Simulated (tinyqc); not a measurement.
CCSD on RHF in the sto-6g basis, for H4, spin multiplicity 1, step by step. One step of it, computed by the program tinyqc.

Question. CCSD: starting amplitudes. t_ij^ab = <ij||ab> / (e_i + e_j - e_a - e_b), whose energy is MP2.

orbital energies (hartree): MO1 -0.648159, MO2 -0.444362, MO3 0.392835, MO4 0.936025

Two-electron integrals over orbitals (pq|rs), unique and non-zero (hartree):
```
(11|11) 0.490801    (21|21) 0.178012    (22|11) 0.456547    (22|22) 0.470085
(31|11) -0.067915   (31|22) 0.002101    (31|31) 0.107697    (32|21) 0.088369
(32|32) 0.118323    (33|11) 0.462278    (33|22) 0.460848    (33|31) -0.014982
(33|33) 0.481991    (41|21) 0.034854    (41|32) -0.060974   (41|41) 0.090079
(42|11) 0.075173    (42|22) 0.014713    (42|31) -0.100178   (42|33) 0.013654
(42|42) 0.106819    (43|21) -0.169749   (43|32) -0.089178   (43|41) -0.032302
(43|43) 0.182335    (44|11) 0.516336    (44|22) 0.484547    (44|31) -0.072757
(44|33) 0.500026    (44|42) 0.084054    (44|44) 0.575166
```

Give: Starting amplitudes; correlation energy.

Answer.

Starting amplitudes (spin orbitals 1a, 1b, ...; amplitudes related by a flip of all spins are not repeated):
```
from      to        t
2a 2b  3a 3b  -0.0707
1a 1b  3a 3b  -0.0517
1a 2b  3a 4b   0.0414
2a 2b  4a 4b  -0.0387
1a 1b  4a 4b  -0.0284
1a 2b  3b 4a  -0.0252
1a 2a  3a 4a   0.0162
```

correlation energy = -0.033256 hartree
